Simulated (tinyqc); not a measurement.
# Which input was changed?

Model: the 3-omega method: a line heater on a substrate with a thin film. Computed by tinyqc, a small Python program. Command: `OMP_NUM_THREADS=1 python tinyqc.py 3024835 3024836 out.jsonl threeomega which`. One thread of a shared host (Intel(R) Xeon(R) Processor @ 2.30GHz), about 0.06 s of CPU time with the checks.

A current at angular frequency omega = 2 pi f heats the line at 2 omega with the amplitude P per length; the temperature swing Delta T at 2 omega gives a voltage at 3 omega. The substrate is taken as semi-infinite and isotropic, and the heat capacity of heater and film is left out.

Inputs (values chosen for the exercise, modelled on silicon nitride on gallium arsenide): substrate conductivity kappa = 45.1 W/(m K); substrate heat capacity C = 1.78 1e6 J/(m^3 K); heater half-width b = 14 micrometre; power amplitude per length P = 27 W/m; current frequency f = 1900 Hz; film thickness t = 130 nm; film conductivity kappa_f = 2.3 W/(m K); interface resistance R_i = 3.3 m^2 K/GW; substrate thickness d_s = 380 micrometre; temperature coefficient of resistance beta = 1.9 1e-3/K; voltage amplitude V_1 = 2.4 V.

Method:
- D = kappa/C; q = sqrt(2 i omega/D); penetration depth 1/|q| = sqrt(D/(2 omega)).
- Delta T_s = (P/(pi kappa)) int_0^infinity (sin x/x)^2 / sqrt(x^2 + (q b)^2) dx with (q b)^2 = i |q b|^2, averaged over the heater width (12 Gauss-Legendre points on each of the pieces 0, 14 log-spaced edges from 1e-5 to 1, and multiples of pi to 40 pi; the tail adds 1/(4 (40 pi)^2)).
- For |q| b much below 1: Delta T_s = (P/(pi kappa)) [-ln(|q| b) + eta - i pi/4], eta = 3/2 - C_E = 0.92278, with Euler's C_E = 0.5772157.
- One-dimensional flow across the film: Delta T_f = P (t/kappa_f + R_i)/(2 b); total in-phase swing Delta T = Delta T_s + Delta T_f; third-harmonic amplitude V_3 = V_1 beta |Delta T|/2 with the out-of-phase part included; the apparent film conductivity is t/(t/kappa_f + R_i).

Question. One of these inputs alone was changed, within the range given: substrate heat capacity C (0.89 to 3.56); heater half-width b (7 to 28); power amplitude per length P (13.5 to 54); film thickness t (65 to 260). Which one, and to what value?

Results:
```
run     film share of the in-phase swing  out-of-phase Delta T_s (K)  apparent film conductivity (W/(m K))
before                         0.1446321                  -0.1387291                              2.173123
after                          0.1535675                  -0.1364750                              2.173123
```

Answer.

Each candidate set to reproduce film share of the in-phase swing, and what it then gives:
```
candidate                                  range searched  value needed  out-of-phase Delta T_s (K)  apparent film conductivity (W/(m K))
substrate heat capacity C (1e6 J/(m^3 K))    0.89 to 3.56         2.300                    -0.13648                                2.1731
heater half-width b (micrometre)                  7 to 28         12.10                    -0.14087                                2.1731
power amplitude per length P (W/m)             13.5 to 54     no effect                           -                                     -
film thickness t (nm)                           65 to 260         140.0                    -0.13873                                2.1818
```

Only substrate heat capacity C fits every result: it went from 1.78 to 2.30 1e6 J/(m^3 K). The next best candidate, film thickness t, misses one result by 1.7 %.
